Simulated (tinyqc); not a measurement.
## Reflectance at normal incidence against thickness

Normal incidence on air, film (n1) and substrate (N2 = n2 - i k2): r01 = (1 - n1)/(1 + n1), r12 = (n1 - N2)/(n1 + N2), amplitude (r01 + r12 X)/(1 + r01 r12 X), X = exp(-4 pi i n1 d/lam), R its squared modulus, phase from 0 to 360 degrees.

Parameters, values chosen for the exercise: wavelength lam = 800 nm; index of the transparent film n1 = 1.461; index of the substrate n2 = 3.692; extinction coefficient of the substrate k2 = 0.0065.

Reflectance at normal incidence against thickness:

| d (nm) | R (%) | phase of the reflected amplitude (degrees) |
|---|---|---|
| 0 | 32.918 | 179.94 |
| 34 | 30.101 | 151.42 |
| 68 | 22.216 | 118.44 |
| 101 | 12.512 | 74.891 |
| 135 | 7.1610 | 4.4283 |
| 169 | 11.571 | 291.18 |
| 202 | 21.157 | 245.61 |
| 236 | 29.476 | 211.80 |
| 270 | 32.884 | 183.04 |

R goes from 32.9 through a minimum of 7.16 (at d = 135 nm among the rows listed) to 32.9 %. At a quarter wave, d = 137 nm, R = 7.15 %; for a transparent substrate it would vanish for n1 = sqrt(n2) = 1.92.

Computed by the program tinyqc: `OMP_NUM_THREADS=1 python tinyqc.py 2870229 2870230 out.jsonl`, one thread of a shared Intel Xeon 2.30GHz, about 0.3 s for the whole run.
